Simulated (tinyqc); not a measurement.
CMOS inverter, nodal equation and switching: two steps of the calculation.

An n-channel pull-down (bn, VTn) and a p-channel pull-up (bp, VTp) share the input Vin and the output node Vout, which carries the load C. Transistor (EKV form, voltages against the body): I = 2 n b Vt^2 [F(vp - Vs) - F(vp - Vd)] from drain to source, F(v) = ln^2(1 + exp(v/(2 Vt))), vp = (Vg - VT + sg |Vd - Vs|)/n. n-channel bodies are at 0; for the p-channel device all voltages are counted down from Vdd. b in uA/V^2 gives I in uA. Static: In = Ip. Transient: C dVout/dt = Ip - In. No velocity saturation, no gate capacitance beyond C.

Inputs (values chosen for the exercise):
```
symbol  value    unit                                  meaning
T         300       K                              temperature
Vdd       0.7       V                           supply voltage
n        1.18                                     slope factor
sg      0.083                   drain-induced barrier lowering
VTn      0.44       V                      n-channel threshold
VTp      0.26       V          p-channel threshold (magnitude)
bn        400  uA/V^2  gain factor of the pull-down transistor
bp        520  uA/V^2    gain factor of the pull-up transistor
C        0.36      fF                         load capacitance
dt          2      ps                                time step
```

Constants: q = 1.602176634e-19 C, kB = 1.380649e-23 J/K, Vt = kB T/q. Results are converted to the units shown.

Task 1. Switching point and noise margins. VM solves In = Ip with Vin = Vout. VIL and VIH are the inputs at which the gain is -1; NML = VIL - Vout(VIH), NMH = Vout(VIL) - VIH.

Give: VM; gain at VM; VIL; VIH; NML; NMH.

Result 1.

VM = 0.4388 V
gain at VM = -12.03
VIL = 0.3986 V
VIH = 0.4945 V
NML = 0.3760 V
NMH = 0.1833 V

VM lies 89 mV above Vdd/2, and the low margin is the larger one. With both transistors saturated the size of the gain tends to 1/sg = 12.0; here it is 0.12 % below that.

Task 2. One time step of the falling output. The input steps to Vdd at t = 0; I = In - Ip. Implicit Euler: V(new) = V - (dt/C) I(V(new)), solved for V(new); 1 ps uA/fF = 1 mV.

Vout after step 1 = 0.60897393 V

Give: I(V); I(V(new)); Vout after step 2.

Result 2.

I(V) = 16.38 uA
I(V(new)) = 15.64 uA
Vout after step 2 = 0.5221 V

Computed by the program tinyqc: `OMP_NUM_THREADS=1 python tinyqc.py 2340157 2340158 out.jsonl`, one thread of a shared Intel Xeon 2.30GHz, about 0.06 s for the whole run.
